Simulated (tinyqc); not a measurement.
# A chain with a side-coupled site and dephasing by Buettiker voltage probes: effect of the dephasing strength

Sites 1 to 4 form a chain with hopping -t, and site 5 hangs on site 4 by -ts. Lead L joins site 1 and lead R site 4, both semi-infinite chains with hopping -t and site energy 0. Every site carries a probe with self-energy -i Gamma_p/2 that draws no net current. Linear response at zero temperature: mu_L = 1, mu_R = 0 in units of the bias.

Sigma = t^2 g(E), g(x) = (x - i sqrt(4 t^2 - x^2))/(2 t^2) for |x| < 2 t and (x - sign(x) sqrt(x^2 - 4 t^2))/(2 t^2) otherwise; Gamma = -2 Im Sigma; G = (E - H - Sigma_L - Sigma_R + i Gamma_p/2)^(-1). With Gamma the broadening by one lead, T_RL = Gamma^2 |G_(4,1)|^2, T_pL = Gamma Gamma_p |G_(p,1)|^2, T_pR = Gamma Gamma_p |G_(p,4)|^2, T_pq = Gamma_p^2 |G_(p,q)|^2 for p != q. No current into probe p: W mu = T_pL with W_pp = T_pL + T_pR + sum_q T_pq and W_pq = -T_pq. Then T_eff = T_RL + sum_p T_pR mu_p, and the resistance is (h/2q^2)/T_eff. Without probes means Gamma_p = 0.

Values chosen for this exercise: hopping (matrix element -t) t = 1 eV; site energies 1 to N U = [0, 0, 0, 0, -0.58] eV; Fermi energy E = -1.4 eV; hopping from site 4 to the side site 5 ts = 0.4 eV.

Constants: q = 1.602176634e-19 C, h = 6.62607015e-34 J s. Results are converted to the units shown.

Effect of the dephasing strength:

| gp (eV) | T_RL | through probes | T_eff | resistance (kohm) |
|---|---|---|---|---|
| 0.01 | 0.95300 | 0.014467 | 0.96746 | 13.340 |
| 0.018 | 0.93068 | 0.025701 | 0.95638 | 13.495 |
| 0.032 | 0.89293 | 0.044646 | 0.93758 | 13.766 |
| 0.056 | 0.83191 | 0.075063 | 0.90697 | 14.230 |
| 0.1 | 0.73119 | 0.12444 | 0.85563 | 15.084 |
| 0.18 | 0.57991 | 0.19539 | 0.77530 | 16.647 |
| 0.32 | 0.39062 | 0.27392 | 0.66454 | 19.421 |
| 0.56 | 0.20564 | 0.32556 | 0.53120 | 24.297 |
| 1 | 0.071386 | 0.31346 | 0.38485 | 33.536 |
| 1.8 | 0.014223 | 0.23824 | 0.25246 | 51.122 |

What does the comparison show?

Without probes the transmission is 0.982. T_eff falls from 0.967 to 0.252; the direct part falls from 0.953 to 0.0142 and the part through probes goes from 0.0145 through a maximum of 0.326 (at gp = 0.56 eV among the rows listed) to 0.238. At this energy dephasing lowers T_eff from the start: the probes give back less than the direct part loses.

Program tinyqc, `OMP_NUM_THREADS=1 python tinyqc.py 2700004 2700005 out.jsonl`; Intel Xeon 2.30GHz, shared host, one thread, about 0.01 s.
